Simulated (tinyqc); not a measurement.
# Superjunction drift layer against a plain one, charge balance: effect of the wanted breakdown voltage

Alternating n and p pillars of equal width wp, doping N and length Lp. When depleted, the lateral field peaks at Ex = q N wp/(2 eps0 eps_r) at the pillar junctions and a uniform vertical field Ey is added; breakdown is taken where Ex^2 + Ey^2 = Ef^2. Only the n pillars conduct, narrowed by the zero-bias depletion. A first-order model: the field peaks at the pillar ends are left out.

Ec(N) = E16 (N/1e16 cm^-3)^(1/8), mu(N) = mi + (mx - mi)/(1 + (N/Nr)^0.9). Plain drift layer for BV: N solves BV = eps0 eps_r Ec(N)^2/(2 q N), W = 2 BV/Ec, Rsp = W/(q mu N). Ex = a Ef gives N = 2 eps0 eps_r a Ef/(q wp); Ey = Ef sqrt(1 - a^2); Lp = BV/Ey; xd = sqrt(eps0 eps_r Vb/(q N)) on each side; Rsp = 2 Lp/(q mu(N) N (1 - 2 xd/wp)). An imbalance dl leaves the mean net doping |dl| N/2, which tilts the vertical field by s = q |dl| N/(2 eps0 eps_r): BV(dl) = Ey Lp - s Lp^2/2, or Ey^2/(2 s) if the field reaches zero inside the pillar.

Inputs (values chosen for the exercise); values close to those of 4H silicon carbide:
- eps_r = 9.57 (relative permittivity of the semiconductor)
- E16 = 2.56 MV/cm (critical field at a doping of 1e16 cm^-3)
- mx = 929 cm^2/(V s) (mobility at low doping)
- mi = 39.2 cm^2/(V s) (mobility at high doping)
- Nr = 2e17 cm^-3 (reference doping of the mobility)
- wp = 0.8 um (width of each pillar)
- Ef = 2.3 MV/cm (critical field inside the pillars)
- a = 0.52 (lateral peak field as a share of Ef)
- Vb = 2.8 V (built-in voltage of the pillar junctions)
- dl = -1.3 % (charge imbalance (Nn - Np)/N)

Constants: q = 1.602176634e-19 C, eps0 = 8.8541878128e-14 F/cm where lengths are in cm. Results are converted to the units shown.

The same in every row: N (cm^-3) = 1.5813e17.

Effect of the wanted breakdown voltage:
```
BV (V),Lp (um),"Rsp, pillars (mohm cm^2)","Rsp, plain (mohm cm^2)",BV(dl) (V)
300,1.5270,0.029949,0.017216,297.73
490,2.4942,0.048917,0.049900,483.95
810,4.1230,0.080863,0.15757,793.48
1300,6.6172,0.12978,0.48361,1257.4
2200,11.198,0.21963,1.7316,2078.1
3600,18.325,0.35939,5.8093,3273.7
5900,30.032,0.58900,19.742,5023.6
9800,49.883,0.97834,69.730,7381.9
```

As BV goes from 300 to 9800 V, Rsp of the pillars rises from 0.0299 to 0.978 mohm cm^2 and BV with the imbalance rises from 298 to 7380 V. Rsp goes as BV^(1.00) for the pillars and BV^(2.38) for the plain layer; the pillars win in 7 of the 8 rows. For BV = 5900 to 9800 V the aspect ratio passes 30, which is hard to make. At BV = 300 V the aspect ratio Lp/wp is under 3, where a pillar model without end effects fails.

Program tinyqc, `OMP_NUM_THREADS=1 python tinyqc.py 2590051 2590052 out.jsonl`; Intel Xeon 2.30GHz, shared host, one thread, about 0.01 s.
